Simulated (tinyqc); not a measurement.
Inside a calculation. Method: UHF in the 6-31g basis, for H4+, spin multiplicity 2. One step of it, computed by the program tinyqc.

Question. Iteration 1: diagonalisation and new density. Diagonalise F' = X^T F X, C = X C', fill 2 alpha and 1 beta electrons from the bottom; D(s) = C_occ C_occ^T. Each column has its largest component positive (the first on a tie).

F(alpha) (hartree), lower triangle:
```
           1H 1s      1H 2s      2H 1s      2H 2s      3H 1s      3H 2s      4H 1s      4H 2s
1H 1s  -0.355807
1H 2s  -0.685387  -0.674031
2H 1s  -0.469008  -0.542724  -0.355807
2H 2s  -0.542724  -0.622151  -0.685387  -0.674031
3H 1s  -0.124273  -0.304038  -0.052364  -0.227504  -0.355807
3H 2s  -0.304038  -0.454105  -0.227504  -0.403573  -0.685387  -0.674031
4H 1s  -0.052364  -0.227504  -0.124273  -0.304038  -0.469008  -0.542724  -0.355807
4H 2s  -0.227504  -0.403573  -0.304038  -0.454105  -0.542724  -0.622151  -0.685387  -0.674031
```

F(beta) (hartree), lower triangle:
```
           1H 1s      1H 2s      2H 1s      2H 2s      3H 1s      3H 2s      4H 1s      4H 2s
1H 1s  -0.112615
1H 2s  -0.525614  -0.546958
2H 1s  -0.329726  -0.413332  -0.112615
2H 2s  -0.413332  -0.506431  -0.525614  -0.546958
3H 1s  -0.201416  -0.328938  -0.121132  -0.257042  -0.112615
3H 2s  -0.328938  -0.448915  -0.257042  -0.402403  -0.525614  -0.546958
4H 1s  -0.121132  -0.257042  -0.201416  -0.328938  -0.329726  -0.413332  -0.112615
4H 2s  -0.257042  -0.402403  -0.328938  -0.448915  -0.413332  -0.506431  -0.525614  -0.546958
```

X:
```
               1          2          3          4          5          6          7         8
1H 1s  -0.444492  -0.563487  -0.587909   0.685819   0.529517   0.400319   0.309704  0.142555
1H 2s   1.601511   0.902087   0.749668  -0.429660   0.146965   0.250058   0.242878  0.227545
2H 1s   0.444492   0.563487  -0.587909   0.685819  -0.529517  -0.400319   0.309704  0.142555
2H 2s  -1.601511  -0.902087   0.749668  -0.429660  -0.146965  -0.250058   0.242878  0.227545
3H 1s   0.444492  -0.563487   0.587909   0.685819  -0.529517   0.400319  -0.309704  0.142555
3H 2s  -1.601511   0.902087  -0.749668  -0.429660  -0.146965   0.250058  -0.242878  0.227545
4H 1s  -0.444492   0.563487   0.587909   0.685819   0.529517  -0.400319  -0.309704  0.142555
4H 2s   1.601511  -0.902087  -0.749668  -0.429660   0.146965  -0.250058  -0.242878  0.227545
```

Give: F' = X^T F X; orbital energies; coefficients C; F' = X^T F X; orbital energies; coefficients C; D(alpha) after iteration 1; D(beta) after iteration 1.

Answer.

F' = X^T F X (alpha) (hartree), lower triangle:
```
         1        2        3        4       5        6        7        8
1   0.5091
2   0.0000   0.6105
3   0.0000   0.0000   0.5741
4   0.0000   0.0000   0.0000   0.6735
5  -0.3826   0.0000   0.0000   0.0000  0.1663
6   0.0000  -0.3227   0.0000   0.0000  0.0000  -0.1747
7   0.0000   0.0000  -0.0963   0.0000  0.0000   0.0000  -0.7713
8   0.0000   0.0000   0.0000  -0.2166  0.0000   0.0000   0.0000  -0.9841
```

orbital energies (alpha) (hartree): MO1 -1.0120, MO2 -0.7782, MO3 -0.2903, MO4 -0.0815, MO5 0.5810, MO6 0.7014, MO7 0.7261, MO8 0.7569

coefficients C (alpha):
```
          MO1      MO2      MO3      MO4      MO5      MO6      MO7      MO8
1H 1s  0.2288   0.2671   0.1868   0.2027  -0.6084   0.6621  -0.6655  -0.6610
1H 2s  0.1709   0.2955   0.5397   0.9941   0.7305  -0.4552   0.7649   1.2642
2H 1s  0.2288   0.2671  -0.1868  -0.2027  -0.6084   0.6621   0.6655   0.6610
2H 2s  0.1709   0.2955  -0.5397  -0.9941   0.7305  -0.4552  -0.7649  -1.2642
3H 1s  0.2288  -0.2671   0.1868  -0.2027   0.6084   0.6621  -0.6655   0.6610
3H 2s  0.1709  -0.2955   0.5397  -0.9941  -0.7305  -0.4552   0.7649  -1.2642
4H 1s  0.2288  -0.2671  -0.1868   0.2027   0.6084   0.6621   0.6655  -0.6610
4H 2s  0.1709  -0.2955  -0.5397   0.9941  -0.7305  -0.4552  -0.7649   1.2642
```

F' = X^T F X (beta) (hartree), lower triangle:
```
         1        2        3        4       5        6        7        8
1   0.5264
2   0.0000   0.6394
3   0.0000   0.0000   0.6246
4   0.0000   0.0000   0.0000   0.7492
5  -0.4008   0.0000   0.0000   0.0000  0.3089
6   0.0000  -0.3642   0.0000   0.0000  0.0000  -0.0816
7   0.0000   0.0000  -0.1861   0.0000  0.0000   0.0000  -0.3060
8   0.0000   0.0000   0.0000  -0.1325  0.0000   0.0000   0.0000  -0.8524
```

orbital energies (beta) (hartree): MO1 -0.8633, MO2 -0.3419, MO3 -0.2335, MO4 0.0024, MO5 0.6605, MO6 0.7601, MO7 0.7914, MO8 0.8329

coefficients C (beta):
```
          MO1      MO2      MO3      MO4      MO5      MO6      MO7      MO8
1H 1s  0.1983   0.1929   0.1525   0.1506  -0.6359   0.6718  -0.6742  -0.6748
1H 2s  0.1916   0.3803   0.5781   1.0897   0.6902  -0.4469   0.7362   1.1828
2H 1s  0.1983   0.1929  -0.1525  -0.1506  -0.6359   0.6718   0.6742   0.6748
2H 2s  0.1916   0.3803  -0.5781  -1.0897   0.6902  -0.4469  -0.7362  -1.1828
3H 1s  0.1983  -0.1929   0.1525  -0.1506   0.6359   0.6718  -0.6742   0.6748
3H 2s  0.1916  -0.3803   0.5781  -1.0897  -0.6902  -0.4469   0.7362  -1.1828
4H 1s  0.1983  -0.1929  -0.1525   0.1506   0.6359   0.6718   0.6742  -0.6748
4H 2s  0.1916  -0.3803  -0.5781   1.0897  -0.6902  -0.4469  -0.7362   1.1828
```

D(alpha) after iteration 1, lower triangle:
```
         1H 1s    1H 2s    2H 1s    2H 2s   3H 1s   3H 2s   4H 1s   4H 2s
1H 1s   0.1237
1H 2s   0.1181   0.1166
2H 1s   0.1237   0.1181   0.1237
2H 2s   0.1181   0.1166   0.1181   0.1166
3H 1s  -0.0190  -0.0398  -0.0190  -0.0398  0.1237
3H 2s  -0.0398  -0.0581  -0.0398  -0.0581  0.1181  0.1166
4H 1s  -0.0190  -0.0398  -0.0190  -0.0398  0.1237  0.1181  0.1237
4H 2s  -0.0398  -0.0581  -0.0398  -0.0581  0.1181  0.1166  0.1181  0.1166
```

D(beta) after iteration 1, lower triangle:
```
        1H 1s   1H 2s   2H 1s   2H 2s   3H 1s   3H 2s   4H 1s   4H 2s
1H 1s  0.0393
1H 2s  0.0380  0.0367
2H 1s  0.0393  0.0380  0.0393
2H 2s  0.0380  0.0367  0.0380  0.0367
3H 1s  0.0393  0.0380  0.0393  0.0380  0.0393
3H 2s  0.0380  0.0367  0.0380  0.0367  0.0380  0.0367
4H 1s  0.0393  0.0380  0.0393  0.0380  0.0393  0.0380  0.0393
4H 2s  0.0380  0.0367  0.0380  0.0367  0.0380  0.0367  0.0380  0.0367
```
